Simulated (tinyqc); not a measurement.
Length of a molecular wire: coherent transport through a tight-binding bridge. Computed by the program tinyqc. T = Gamma_L Gamma_R |G_1n|^2 with the self-energies of semi-infinite chains.

A uniform bridge between two chains:
```
parameter,value
site energy (eV),0.760000
hopping in the bridge (eV),0.640000
lead hopping (eV),2.230000
couplings (eV),"0.45, 0.58"
E (eV),-0.190000
```

Transmission against length:
```
sites,T,ln T
2,8.2218e-02,-2.498
3,5.2042e-01,-0.653
5,6.3568e-02,-2.756
6,6.6795e-02,-2.706
7,2.5174e-01,-1.379
8,4.0071e-01,-0.915
9,7.5792e-02,-2.580
10,5.9359e-02,-2.824
```

Estimate the missing row, sites = 4.

Computed row:
```
sites           T    ln T
4      2.0463e-01  -1.587
```

E lies inside the band of the bridge (|E - e|/2h = 0.742 < 1): T does not decay but oscillates with length, between 0.059 and 0.520 here, as levels of the bridge pass E.
